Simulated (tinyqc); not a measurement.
Inside a calculation. Method: RKS/BP86 in the sto-3g basis, for H2, spin multiplicity 1. Computed by tinyqc, a small Python program that keeps every step (integrals from PySCF). Settings: charge = 0, multiplicity = 1, basis = sto-3g, energy threshold = 1e-09, iteration cap = 67, orthogonalisation = symmetric, start = core, DIIS depth = 0, method = RKS, functional = b88,p86, grid = [40, 86]. Command: `OMP_NUM_THREADS=1 python tinyqc.py 29398 29399 out.jsonl` (the two numbers bound the seeds that draw the settings). One thread of a shared host (Intel(R) Xeon(R) Processor @ 2.60GHz), about 0.1 s of CPU time with the checks. Later iterations appear only in the table of the cycle.

## One-electron integrals

Geometry (angstrom):
```
atom       x       y       z
H     0.0000  0.0000  0.0000
H     0.0000  0.0000  1.3400
```

Basis sto-3g: exponents (1/bohr^2) and contraction coefficients of normalised primitives:
```
element  l (shell)  exponent  coefficient
H            s (1)    3.4253       0.1543
H            s (1)    0.6239       0.5353
H            s (1)    0.1689       0.4446
```

Overlap, kinetic and nuclear-attraction integrals over the contracted functions; the nuclear repulsion is the sum of Za Zb / Rab.

nuclear repulsion = 0.394908 hartree

overlap S, order 1H 1s, 2H 1s:
$$\begin{pmatrix}
1.0000 & 0.3212 \\
0.3212 & 1.0000
\end{pmatrix}$$

kinetic energy T (hartree), order 1H 1s, 2H 1s:
$$\begin{pmatrix}
0.7600 & 0.0276 \\
0.0276 & 0.7600
\end{pmatrix}$$

nuclear attraction V (hartree), order 1H 1s, 2H 1s:
$$\begin{pmatrix}
-1.6184 & -0.4429 \\
-0.4429 & -1.6184
\end{pmatrix}$$

core Hamiltonian H = T + V (hartree), order 1H 1s, 2H 1s:
$$\begin{pmatrix}
-0.8584 & -0.4153 \\
-0.4153 & -0.8584
\end{pmatrix}$$

## Two-electron integrals

Functions are numbered as in S; the eight-fold symmetry (ij|kl) = (ji|kl) = (kl|ij) leaves the list below.

Two-electron integrals (ij|kl) in chemists' order, unique and non-zero (hartree):
```
(11|11) 0.7746   (21|11) 0.1804   (21|21) 0.0607   (22|11) 0.3817
(22|21) 0.1804   (22|22) 0.7746
```

## Orthogonalisation

S = U s U^T; symmetric (Loewdin) form X = U s^(-1/2) U^T, so that X^T S X = 1.

eigenvalues of S: [0.6788, 1.3212]

X, order 1H 1s, 2H 1s:
$$\begin{pmatrix}
1.0419 & -0.1719 \\
-0.1719 & 1.0419
\end{pmatrix}$$

## Starting guess

The start is the orbitals of the core Hamiltonian; D = 2 C_occ C_occ^T.

D at the start, order 1H 1s, 2H 1s:
$$\begin{pmatrix}
0.7569 & 0.7569 \\
0.7569 & 0.7569
\end{pmatrix}$$

## Iteration 1: exchange-correlation on the grid

Becke grid with 40 radial and 86 angular points per atom, points of zero weight dropped. rho = sum D_ij phi_i phi_j; V_xc,ij = sum w v_xc phi_i phi_j plus the gradient terms; v_xc is d(rho eps)/d rho at fixed gradient.

The 16 grid points with the largest w rho, of 6858 (bohr, atomic units):
```
x              y       z       w     rho  |grad rho|^2   eps_xc     v_xc
0.4337    0.0000  1.0746  0.0237  0.0704        0.0039  -0.3591  -0.4604
-0.4337   0.0000  1.0746  0.0237  0.0704        0.0039  -0.3591  -0.4604
0.0000   -0.4337  1.0746  0.0237  0.0704        0.0039  -0.3591  -0.4604
0.0000    0.4337  1.0746  0.0237  0.0704        0.0039  -0.3591  -0.4604
-0.4337   0.0000  1.4576  0.0237  0.0704        0.0039  -0.3591  -0.4604
0.0000    0.4337  1.4576  0.0237  0.0704        0.0039  -0.3591  -0.4604
0.0000   -0.4337  1.4576  0.0237  0.0704        0.0039  -0.3591  -0.4604
0.4337    0.0000  1.4576  0.0237  0.0704        0.0039  -0.3591  -0.4604
0.0000    0.0000  1.1588  0.0203  0.0819      4.37e-04  -0.3730  -0.4863
0.0000    0.0000  1.3734  0.0203  0.0819      4.37e-04  -0.3730  -0.4863
0.0000    0.4979  1.2336  0.0256  0.0646        0.0033  -0.3498  -0.4481
0.0000   -0.4979  1.2336  0.0256  0.0646        0.0033  -0.3498  -0.4481
-0.4979   0.0000  1.2336  0.0256  0.0646        0.0033  -0.3498  -0.4481
0.4979    0.0000  1.2336  0.0256  0.0646        0.0033  -0.3498  -0.4481
0.0000    0.4979  1.2986  0.0256  0.0646        0.0033  -0.3498  -0.4481
0.0000   -0.4979  1.2986  0.0256  0.0646        0.0033  -0.3498  -0.4481
```

electrons on the grid, sum of w rho = 1.9999

E_xc = sum of w rho eps_xc = -0.659720 hartree

V_xc (hartree), order 1H 1s, 2H 1s:
$$\begin{pmatrix}
-0.4308 & -0.1237 \\
-0.1237 & -0.4308
\end{pmatrix}$$

## Iteration 1: building the Kohn-Sham matrix

J_ij = sum D_kl (ij|kl); F = H + J + V_xc; E = tr D H + tr D J / 2 + E_xc + E_nn.

Coulomb J (hartree), order 1H 1s, 2H 1s:
$$\begin{pmatrix}
1.1483 & 0.3651 \\
0.3651 & 1.1483
\end{pmatrix}$$

Kohn-Sham matrix F (hartree), order 1H 1s, 2H 1s:
$$\begin{pmatrix}
-0.1409 & -0.1739 \\
-0.1739 & -0.1409
\end{pmatrix}$$

total energy of this density = -1.047362 hartree

## Iteration 1: diagonalisation and new density

Diagonalise F' = X^T F X, C = X C', fill 1 alpha and 1 beta electrons from the bottom; D = 2 C_occ C_occ^T. Each column has its largest component positive (the first on a tie).

F' = X^T F X (hartree):
$$\begin{pmatrix}
-0.0948 & -0.1435 \\
-0.1435 & -0.0948
\end{pmatrix}$$

orbital energies (hartree): MO1 -0.2383, MO2 0.0487

coefficients C, order 1H 1s, 2H 1s:
$$\begin{pmatrix}
0.6152 & 0.8582 \\
0.6152 & -0.8582
\end{pmatrix}$$

D after iteration 1, order 1H 1s, 2H 1s:
$$\begin{pmatrix}
0.7569 & 0.7569 \\
0.7569 & 0.7569
\end{pmatrix}$$

## Iteration 2: exchange-correlation on the grid

As before.

The 16 grid points with the largest w rho, of 6858 (bohr, atomic units):
```
x              y       z       w     rho  |grad rho|^2   eps_xc     v_xc
0.4337    0.0000  1.0746  0.0237  0.0704        0.0039  -0.3591  -0.4604
-0.4337   0.0000  1.0746  0.0237  0.0704        0.0039  -0.3591  -0.4604
0.0000   -0.4337  1.0746  0.0237  0.0704        0.0039  -0.3591  -0.4604
0.0000    0.4337  1.0746  0.0237  0.0704        0.0039  -0.3591  -0.4604
-0.4337   0.0000  1.4576  0.0237  0.0704        0.0039  -0.3591  -0.4604
0.0000    0.4337  1.4576  0.0237  0.0704        0.0039  -0.3591  -0.4604
0.0000   -0.4337  1.4576  0.0237  0.0704        0.0039  -0.3591  -0.4604
0.4337    0.0000  1.4576  0.0237  0.0704        0.0039  -0.3591  -0.4604
0.0000    0.0000  1.1588  0.0203  0.0819      4.37e-04  -0.3730  -0.4863
0.0000    0.0000  1.3734  0.0203  0.0819      4.37e-04  -0.3730  -0.4863
0.0000    0.4979  1.2336  0.0256  0.0646        0.0033  -0.3498  -0.4481
0.0000   -0.4979  1.2336  0.0256  0.0646        0.0033  -0.3498  -0.4481
-0.4979   0.0000  1.2336  0.0256  0.0646        0.0033  -0.3498  -0.4481
0.4979    0.0000  1.2336  0.0256  0.0646        0.0033  -0.3498  -0.4481
0.0000    0.4979  1.2986  0.0256  0.0646        0.0033  -0.3498  -0.4481
0.0000   -0.4979  1.2986  0.0256  0.0646        0.0033  -0.3498  -0.4481
```

electrons on the grid, sum of w rho = 1.9999

E_xc = sum of w rho eps_xc = -0.659720 hartree

V_xc (hartree), order 1H 1s, 2H 1s:
$$\begin{pmatrix}
-0.4308 & -0.1237 \\
-0.1237 & -0.4308
\end{pmatrix}$$

## Iteration 2: building the Kohn-Sham matrix

As before.

Coulomb J (hartree), order 1H 1s, 2H 1s:
$$\begin{pmatrix}
1.1483 & 0.3651 \\
0.3651 & 1.1483
\end{pmatrix}$$

Kohn-Sham matrix F (hartree), order 1H 1s, 2H 1s:
$$\begin{pmatrix}
-0.1409 & -0.1739 \\
-0.1739 & -0.1409
\end{pmatrix}$$

total energy of this density = -1.047362 hartree

## Iteration 2 (converged): orbitals

As before.

F' = X^T F X (hartree):
$$\begin{pmatrix}
-0.0948 & -0.1435 \\
-0.1435 & -0.0948
\end{pmatrix}$$

orbital energies (hartree): MO1 -0.2383, MO2 0.0487

coefficients C, order 1H 1s, 2H 1s:
$$\begin{pmatrix}
0.6152 & 0.8582 \\
0.6152 & -0.8582
\end{pmatrix}$$

D after iteration 2, order 1H 1s, 2H 1s:
$$\begin{pmatrix}
0.7569 & 0.7569 \\
0.7569 & 0.7569
\end{pmatrix}$$

## Convergence

Stop when the energy changes by less than 1e-09 hartree and every element of the error matrix X^T (F D S - S D F) X is below 9e-06.

Course of the cycle:
```
iteration  E (hartree)    change  largest element of the error matrix
1            -1.047362         -                             1.13e-15
2            -1.047362  2.22e-16                             2.40e-15
```

PySCF RKS in the same basis, fine grid = -1.047392 hartree

Converged in 2 iterations. The coarse grid moves the energy by +2.98e-05 hartree.

## Populations, bond orders and dipole

Mulliken: Z minus the diagonal of D S on the atom; Loewdin: the same with S^(1/2) D S^(1/2); Mayer order: 2 sum_s sum (D(s) S)_ij (D(s) S)_ji over the two atoms.

Charges (e):
```
atom  Mulliken  Loewdin
1H           0        0
2H           0        0
```

Mayer bond orders:
```
pair   order
2-1   1.0000
```

dipole moment about the origin, x y z (debye): [0.0000, 0.0000, 0.0000]
